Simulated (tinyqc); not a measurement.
Worked calculation: ionisation potential and affinity of a slab from the planar-averaged potential. Values are carried at full precision from step to step, so a last printed digit may differ when a step is redone from the rounded ones.

A model of the planar-averaged electrostatic energy of an electron in a periodic cell of N1 periods of A (L1 = N1 n1 h) and N2 periods of vacuum (L2 = N2 n2 h), on z_j = j h: V(z) = f VA + (1 - f) VB + F t(z), VA = V1[0] + V1[1] cos(2 pi z/(n1 h)) + V1[2] cos(4 pi z/(n1 h)), VB the same with V2, n2 and z - L1. f = [tanh(z/w) - tanh((z - L1)/w) + tanh((z - L1 - L2)/w)]/2 + 1/2; t(z) = z - L1/2 in A and (L1/L2)(L1 + L2/2 - z) beyond, so that the cell is periodic.

Constants: e^2/(4 pi eps0) = 14.39964547 eV angstrom.

Parameters, chosen for this exercise (gap near that of Si; the results hold for these values, not for the real material): h = 0.25 angstrom (grid step); n1 = 7 (grid points per period of A); n2 = 6 (grid points per period of the vacuum filter); N1 = 4 (periods of A); N2 = 4 (periods of vacuum); V1 = (-7.36, 4.89, -0.28) eV (mean and two harmonics of the potential in A); V2 = (0, 0, 0) eV (the same in vacuum); w = 0.45 angstrom (width of the interfaces); F = 0.007 eV/angstrom (slope in A from opposite charges on the two interfaces); Ev1 = 2.17 eV (valence top of bulk A above its mean potential); Eg1 = (0.58, 1.12) eV (gap of A: semi-local value, corrected value); fv1 = 0.6 (share of the correction that lowers the valence top of A); eps = 3 (dielectric constant at the interface).

## The planar average

Evaluate V on the grid, j = 0, 1, ...

V(z_j) (eV): -1.399  -3.219  -7.416  -11.548  -11.819  -8.180  -4.257  -2.761  -4.259  -8.204  -11.947  -11.946  -8.199  -4.251  -2.750  -4.247  -8.192  -11.935  -11.933  -8.187  -4.238  -2.737  -4.229  -8.149  -11.784  -11.510  -7.374  -3.174  -1.351  -1.030  -0.781  -0.393  -0.122  -0.017  0.007  0.009  0.008  0.006  0.004  0.002  0.000  -0.002  -0.004  -0.006  -0.009  -0.015  -0.027  -0.046  -0.066  -0.113  -0.436  -2.052

## Running means

Running mean over n points, periodic: for odd n the plain mean of the n points centred on j; for even n the n + 1 points with half weight at both ends. The macroscopic average applies the mean over n1 points and then over n2 points.

Apply the first mean, then the second.

after the mean over n1 points (eV): -3.741  -5.413  -6.519  -6.834  -7.029  -7.177  -7.290  -7.347  -7.365  -7.368  -7.367  -7.365  -7.363  -7.362  -7.360  -7.358  -7.356  -7.355  -7.353  -7.350  -7.344  -7.322  -7.262  -7.146  -6.994  -6.796  -6.339  -5.286  -3.659  -2.032  -0.981  -0.527  -0.332  -0.184  -0.072  -0.015  0.003  0.005  0.004  0.002  0.000  -0.002  -0.005  -0.009  -0.016  -0.025  -0.040  -0.102  -0.394  -0.591  -1.047  -2.100

macroscopic average (eV): -3.755  -4.774  -5.696  -6.415  -6.871  -7.103  -7.218  -7.291  -7.335  -7.356  -7.364  -7.364  -7.363  -7.362  -7.360  -7.358  -7.356  -7.354  -7.350  -7.339  -7.314  -7.266  -7.190  -7.060  -6.807  -6.337  -5.610  -4.683  -3.660  -2.637  -1.711  -0.987  -0.520  -0.270  -0.144  -0.071  -0.028  -0.006  0.001  0.001  -0.001  -0.003  -0.007  -0.013  -0.025  -0.065  -0.146  -0.281  -0.540  -1.021  -1.772  -2.725

Around the middle of vacuum the first mean varies by 9 meV over five points and the second by 8 meV; the tilt of the potential alone amounts to 8 meV over these points.

## The potential line-up

Read the macroscopic average in the middle of each region, j = 14 and j = 40, and its slope in A by a central difference over two points each way.

plateau in A = -7.360 eV
plateau in vacuum = -0.001 eV
dV = vacuum - A = 7.359 eV
slope in A = 0.007 eV/angstrom

The average is tilted: the interfaces carry opposite charges, and the potential changes by +0.05 eV across A and by as much the other way across vacuum. Reading both regions at their mid-points (to within half a grid step), or extrapolating both lines to one interface, removes the tilt from dV.

## Ionisation potential and affinity

IP = dV - Ev1, EA = IP - gap. The correction opens the gap by c = Eg1[1] - Eg1[0], lowers the valence top by fv1 c and raises the conduction edge by (1 - fv1) c; dV is kept.

IP, EA with the semi-local gap (eV): 5.189  4.609

c = 0.54 eV

IP, EA corrected (eV): 5.513  4.393

The correction raises IP by 0.32 eV and lowers EA by 0.22 eV.

## The dipole behind the step

A step dV of the mean electron energy from A to vacuum across an interface equals 4 pi (e^2/4 pi eps0) times a dipole per area p (in e angstrom per angstrom^2). For a change of 0.1 eV in dV, give the charge per area moved over 2 angstrom in a medium of dielectric constant eps: sigma = 0.1 eps/(4 pi (e^2/4 pi eps0) 2). 1 angstrom^-2 = 1e16 cm^-2.

|p| = 0.04067 e/angstrom
sigma = 8.29e+12 e/cm^2

With about 7e14 atoms per cm^2 in a plane (as on a silicon (100) face), 1.2 % of an electron per atom shifts the line-up by 0.1 eV.

## Checks

- Line-up in a cell of 14 + 14 periods without slope against V2[0] - V1[0] (eV): both 7.3600.

(tinyqc, `OMP_NUM_THREADS=1 python tinyqc.py 1850263 1850264 out.jsonl`, Intel(R) Xeon(R) Processor @ 2.30GHz, 1 thread, shared host, about 0.01 s.)
